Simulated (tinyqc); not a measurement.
## Voltage drop against the pad pitch

A grid of 13 by 13 nodes with segments Rx (rows) and Ry (columns); every node draws I1 and the central node kh I1; pads with resistance Rp sit at the nodes whose row and column are multiples of the pitch, counting from 0. The drops u = Vdd - V follow from G u = i, with G the conductance matrix and i the load currents, solved directly.

Inputs (values chosen for the exercise):
```
symbol,value,unit,meaning
Vdd,0.8,V,supply voltage
Rx,1,ohm,resistance of a horizontal segment
Ry,0.38,ohm,resistance of a vertical segment
Rp,0.19,ohm,resistance from a pad node to the supply
kh,3,,factor on the load at the hot node
I1,2.2,mA,load current of a node in the large grid
```

Results:

| pitch (nodes) | pads | worst drop (mV) | mean drop (mV) | largest drop at a pad (mV) | largest pad current (mA) | worst drop over Vdd (%) |
|---|---|---|---|---|---|---|
| 1 | 169 | 0.8133 | 0.4229 | 0.8133 | 4.281 | 0.1017 |
| 2 | 49 | 3.264 | 2.314 | 2.126 | 11.19 | 0.4080 |
| 3 | 25 | 7.161 | 5.483 | 4.076 | 21.46 | 0.8951 |
| 4 | 16 | 14.23 | 9.933 | 5.910 | 31.11 | 1.779 |
| 12 | 4 | 95.98 | 78.62 | 17.87 | 94.05 | 12.00 |

Estimate the missing row, pitch = 6 nodes.

Computed row:

| pitch (nodes) | pads | worst drop (mV) | mean drop (mV) | largest drop at a pad (mV) | largest pad current (mA) | worst drop over Vdd (%) |
|---|---|---|---|---|---|---|
| 6 | 9 | 26.29 | 21.77 | 12.22 | 64.31 | 3.287 |

With this row back in the table: The worst drop goes from 0.813 to 96.0 mV while the number of pads falls from 169 to 4; between the last two rows it goes as pitch^(1.87). The largest drop at a pad is 100 % of the worst drop in the first row and 18.6 % in the last; the rest falls along the wires.

Computed by the program tinyqc: `OMP_NUM_THREADS=1 python tinyqc.py 2770158 2770159 out.jsonl`, one thread of a shared Intel Xeon 2.30GHz, about 0.09 s for the whole run.
